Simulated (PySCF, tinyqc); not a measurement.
Inside a calculation. Method: RHF in the sto-3g basis, for H2, spin multiplicity 1. The lowest restricted solution is unstable here: a spin-polarised one lies 0.0421 hartree lower (PySCF). Computed by tinyqc, a small Python program that keeps every step (integrals from PySCF). Settings: charge = 0, multiplicity = 1, basis = sto-3g, energy threshold = 1e-09, iteration cap = 57, orthogonalisation = canonical, start = Wolfsberg-Helmholz matrix, DIIS depth = 8, damping = 0.5, method = RHF. Command: `OMP_NUM_THREADS=1 python tinyqc.py 25527 25528 out.jsonl` (the two numbers bound the seeds that draw the settings). One thread of a shared host (Intel(R) Xeon(R) Processor @ 2.60GHz), about 0.02 s of CPU time with the checks. Later iterations appear only in the table of the cycle.

## One-electron integrals

Geometry (angstrom):

| atom | x | y | z |
|---|---|---|---|
| H | 0.000000 | 0.000000 | 0.000000 |
| H | 0.000000 | 0.000000 | 1.477000 |

Basis sto-3g: exponents (1/bohr^2) and contraction coefficients of normalised primitives:

| element | l (shell) | exponent | coefficient |
|---|---|---|---|
| H | s (1) | 3.425251 | 0.154329 |
| H | s (1) | 0.623914 | 0.535328 |
| H | s (1) | 0.168855 | 0.444635 |

Overlap, kinetic and nuclear-attraction integrals over the contracted functions; the nuclear repulsion is the sum of Za Zb / Rab.

nuclear repulsion = 0.35827841 hartree

overlap S:
```
          1H 1s     2H 1s
1H 1s  1.000000  0.265354
2H 1s  0.265354  1.000000
```

kinetic energy T (hartree):
```
          1H 1s     2H 1s
1H 1s  0.760032  0.011675
2H 1s  0.011675  0.760032
```

nuclear attraction V (hartree):
```
           1H 1s      2H 1s
1H 1s  -1.583291  -0.347130
2H 1s  -0.347130  -1.583291
```

core Hamiltonian H = T + V (hartree):
```
           1H 1s      2H 1s
1H 1s  -0.823259  -0.335455
2H 1s  -0.335455  -0.823259
```

## Two-electron integrals

Functions are numbered as in S; the eight-fold symmetry (ij|kl) = (ji|kl) = (kl|ij) leaves the list below.

Two-electron integrals (ij|kl) in chemists' order, unique and non-zero (hartree):
```
(11|11) 0.774606   (21|11) 0.143217   (21|21) 0.040171   (22|11) 0.350623
(22|21) 0.143217   (22|22) 0.774606
```

## Orthogonalisation

S = U s U^T; canonical form X = U s^(-1/2), so that X^T S X = 1. Each column of U has its largest component positive (the first on a tie).

eigenvalues of S: 0.734646  1.265354

X:
```
               1         2
1H 1s   0.824985  0.628607
2H 1s  -0.824985  0.628607
```

## Starting guess

The start is the generalised Wolfsberg-Helmholz matrix (K = 1.75) built on H; D = 2 C_occ C_occ^T.

D at the start:
```
          1H 1s     2H 1s
1H 1s  0.790293  0.790293
2H 1s  0.790293  0.790293
```

## Iteration 1: building the Fock matrix

J_ij = sum D_kl (ij|kl), K_ij = sum D_kl (ik|jl); F = H + J - 0.5 K; E = tr D H + tr D J / 2 - 0.25 tr D K + E_nn.

Coulomb J (hartree):
```
          1H 1s     2H 1s
1H 1s  1.115627  0.289860
2H 1s  0.289860  1.115627
```

exchange K (hartree):
```
          1H 1s     2H 1s
1H 1s  0.870279  0.535208
2H 1s  0.535208  0.870279
```

Fock matrix F (hartree):
```
           1H 1s      2H 1s
1H 1s  -0.142772  -0.313199
2H 1s  -0.313199  -0.142772
```

total energy of this density = -0.91779651 hartree

This density is the starting one.

## Iteration 1: diagonalisation and new density

Diagonalise F' = X^T F X, C = X C', fill 1 alpha and 1 beta electrons from the bottom; D = 2 C_occ C_occ^T; the new density keeps 0.5 of the old one (damping). Each column has its largest component positive (the first on a tie).

F' = X^T F X (hartree):
```
          1          2
1  0.231986   0.000000
2  0.000000  -0.360351
```

orbital energies (hartree): MO1 -0.360351, MO2 0.231986

coefficients C:
```
            MO1        MO2
1H 1s  0.628607   0.824985
2H 1s  0.628607  -0.824985
```

D after iteration 1:
```
          1H 1s     2H 1s
1H 1s  0.790293  0.790293
2H 1s  0.790293  0.790293
```

## Iteration 2: building the Fock matrix

As before.

Coulomb J (hartree):
```
          1H 1s     2H 1s
1H 1s  1.115627  0.289860
2H 1s  0.289860  1.115627
```

exchange K (hartree):
```
          1H 1s     2H 1s
1H 1s  0.870279  0.535208
2H 1s  0.535208  0.870279
```

Fock matrix F (hartree):
```
           1H 1s      2H 1s
1H 1s  -0.142772  -0.313199
2H 1s  -0.313199  -0.142772
```

total energy of this density = -0.91779651 hartree

This density is a damped mixture and is not idempotent.

## Iteration 2 (converged): orbitals

Diagonalise F' = X^T F X, C = X C', fill 1 alpha and 1 beta electrons from the bottom; D = 2 C_occ C_occ^T. Each column has its largest component positive (the first on a tie).

F' = X^T F X (hartree):
```
          1          2
1  0.231986   0.000000
2  0.000000  -0.360351
```

orbital energies (hartree): MO1 -0.360351, MO2 0.231986

coefficients C:
```
            MO1        MO2
1H 1s  0.628607   0.824985
2H 1s  0.628607  -0.824985
```

D after iteration 2:
```
          1H 1s     2H 1s
1H 1s  0.790293  0.790293
2H 1s  0.790293  0.790293
```

## Convergence

Stop when the energy changes by less than 1e-09 hartree and every element of the error matrix X^T (F D S - S D F) X is below 9e-06.

Course of the cycle:

| iteration | E (hartree) | change | largest element of the error matrix |
|---|---|---|---|
| 1 | -0.91779651 | - | 8.64e-17 |
| 2 | -0.91779651 | -4.44e-16 | 3.74e-16 |

PySCF RHF in the same basis = -0.91779651 hartree

Converged in 2 iterations.

## Populations, bond orders and dipole

Mulliken: Z minus the diagonal of D S on the atom; Loewdin: the same with S^(1/2) D S^(1/2); Mayer order: 2 sum_s sum (D(s) S)_ij (D(s) S)_ji over the two atoms.

Charges (e):

| atom | Mulliken | Loewdin |
|---|---|---|
| 1H | 0 | 0 |
| 2H | 0 | 0 |

Mayer bond orders:

| pair | order |
|---|---|
| 2-1 | 1.000000 |

dipole moment about the origin, x y z (debye): 0.000000  0.000000  0.000000
